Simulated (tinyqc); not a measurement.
Plane-wave Kohn-Sham cycle with exchange-only LDA in a layered model solid, step by step. One step of it, computed by the program tinyqc.

Question. Iteration 1: Hamiltonian at one k. H(m,m') = (k + G_m)^2/2 delta + V(G_m - G_m'), with V(-G) = V(G).

A solid whose potential varies along x alone (atomic units):

| parameter | value |
|---|---|
| period a | 11.700000 |
| cross-section of the cell | 8.000000 |
| electrons per cell | 4 |
| grid points | 16 |
| plane waves -n..n, n | 3 |
| k points | 1 |
| V1 in V1 cos(2 pi x/a) | -0.280000 |

V(G_m), m = 0, 1, 2, ... (hartree): -0.344285  -0.140000  0.000000  0.000000  0.000000  0.000000  0.000000

k = 0.000000 2 pi / a

Give: H.

Answer.

H (hartree):
```
        -3      -2      -1      +0      +1      +2      +3
-3   0.953  -0.140   0.000   0.000   0.000   0.000   0.000
-2  -0.140   0.233  -0.140   0.000   0.000   0.000   0.000
-1   0.000  -0.140  -0.200  -0.140   0.000   0.000   0.000
+0   0.000   0.000  -0.140  -0.344  -0.140   0.000   0.000
+1   0.000   0.000   0.000  -0.140  -0.200  -0.140   0.000
+2   0.000   0.000   0.000   0.000  -0.140   0.233  -0.140
+3   0.000   0.000   0.000   0.000   0.000  -0.140   0.953
```
